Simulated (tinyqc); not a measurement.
Thermal boundary conductance by the acoustic and diffuse mismatch models. From G, diffuse mismatch back to atom density n_1. Computed by tinyqc, a small Python program. Command: `OMP_NUM_THREADS=1 python tinyqc.py 3005589 3005590 out.jsonl kapitza inv`. One thread of a shared host (Intel(R) Xeon(R) Processor @ 2.30GHz), about 0.01 s of CPU time with the checks.

Each side has one longitudinal and two transverse Debye branches, omega = v q up to q_D = (6 pi^2 n)^(1/3), with n counting all atoms. Scattering at the interface is elastic. Electrons are left out of G, also for metals. Melting is ignored. G refers to the temperatures of the phonons sent towards the interface. Linear branches over all atoms overstate G at high T, most for crystals with several atoms a cell.

Inputs (values chosen for the exercise, modelled on lead (side 1) and titanium nitride (side 2)):
```
quantity                    value     unit
density rho_1                11.2   g/cm^3
longitudinal velocity vL_1   2330      m/s
transverse velocity vT_1      965      m/s
density rho_2                5.37   g/cm^3
longitudinal velocity vL_2  10400      m/s
transverse velocity vT_2     6480      m/s
atom density n_2              105   1/nm^3
conductivity kappa_2           25  W/(m K)
temperature T                  50        K
```

Structure: superlattice.

Constants: hbar = 1.054571817e-34 J s; k_B = 1.380649e-23 J/K.

Method:
- omega_c = v q_D for each branch, given as hbar omega_c/k_B; impedance Z = rho v.
- No mode conversion. t(theta) = 4 Z_1 Z_2 cos(theta_1) cos(theta_2)/N^2, with N = Z_2 cos(theta_1) + Z_1 cos(theta_2) for L (the form for pressure waves) and N = Z_1 cos(theta_1) + Z_2 cos(theta_2) for both T branches (the form for shear waves polarised along the interface); sin(theta_2) = (v_2/v_1) sin(theta_1), and t = 0 beyond the critical angle arcsin(v_1/v_2); the mean over the incoming flux is alpha = 2 int t sin(theta_1) cos(theta_1) d theta_1 (64 Gauss-Legendre points).
- G = (k_B^4 T^3/(8 pi^2 hbar^3)) int W(x) x^4 e^x/(e^x - 1)^2 dx, x = hbar omega/(k_B T). Acoustic mismatch: W = sum over the three branches of alpha(1 to 2)/v_1^2, each up to the lower of its two cut-offs. Diffuse mismatch: W = S_1 S_2/(S_1 + S_2), where S_i sums 1/v^2 over the branches of side i still below their cut-off. Radiation limit: W = min(S_1, S_2). The integral is split at the four cut-offs (64 Gauss-Legendre points a piece, x at most 45).
- Boundary resistance R = 1/G and Kapitza length kappa_2/G use the diffuse value.

Question. A run gave the result below. Find the atom density n_1, known to lie between 22 and 42 1/nm^3.

G, diffuse mismatch = 29.85799 MW/(m^2 K)

Answer.

Each step takes the trial c = (a f_b - b f_a)/(f_b - f_a), f being the result less the target and a, b, c the logarithms of the listed values; c replaces end b, the old b replaces a if the sign of f changed, and otherwise f_a is halved.

Scan of the range:
```
atom density n_1 (1/nm^3)  G, diffuse mismatch (MW/(m^2 K))
22.0                                                22.4322
24.5                                                23.9817
27.3                                                25.5915
30.4                                                27.2376
33.9                                                28.9456
37.7                                                30.6431
42.0                                                32.3934
```

False position (Illinois rule, in the logarithm of the input) inside the bracket:
```
step    end a    end b    trial  G, diffuse mismatch (MW/(m^2 K))
1     33.9000  37.7000  35.8922                           29.8545
2     37.7000  35.8922  35.9000                           29.8580
3     37.7000  35.9000  35.9000                           29.8580
4     35.9000  35.9000  35.9000                           29.8580
```

G, diffuse mismatch rises at every point of a 13-point scan of the range (every second point is shown), so one value fits; it is bracketed by 33.9 and 37.7. Answer: atom density n_1 = 35.90 1/nm^3.

Caution: kappa_2 is of room-temperature size, so the Kapitza length is only nominal at this T. Caution: at this temperature short waves carry the heat; linear branches up to q_D overstate their velocity, and inelastic processes, left out here, grow with T.
